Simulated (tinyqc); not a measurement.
Implant damage, amorphisation by cascade overlap, and solid-phase epitaxial regrowth: one step, computed by the program tinyqc. Command: `OMP_NUM_THREADS=1 python tinyqc.py 3110791 3110792 out.jsonl sper walk`. One thread of a shared host (Intel(R) Xeon(R) Processor @ 2.30GHz), about 0.01 s of CPU time with the checks.

Range and width of the damage are inputs. Dynamic annealing enters only through the surviving share f.

Task: The amorphous layer. Displaced share x(z) = f nu Q exp(-(z - R_d)^2/(2 s_d^2))/(sqrt(2 pi) s_d N); the layer is amorphous where x > x_c, between R_d -/+ s_d sqrt(2 ln(x_max/x_c)), the upper edge being cut at the surface. Threshold dose Q_c = Q x_c/x_max.

Inputs (values chosen for the exercise, modelled on antimony ions in germanium): atomic density N = 44.2 1/nm^3; depth of the damage peak R_d = 27 nm; width of the damage profile s_d = 15 nm; share of defects that survive f = 0.93; critical displaced share x_c = 0.13; dose Q = 2.1e+14 1/cm^2.

displacements per ion nu = 1408.694

Give: peak displaced share x_max; threshold dose Q_c; upper edge; lower edge.

Result:

peak displaced share x_max = 1.655

threshold dose Q_c = 1.649e+13 1/cm^2

upper edge = 0 nm

lower edge = 60.84 nm

The layer reaches the surface. Caution: x above 1 counts atoms displaced more than once.
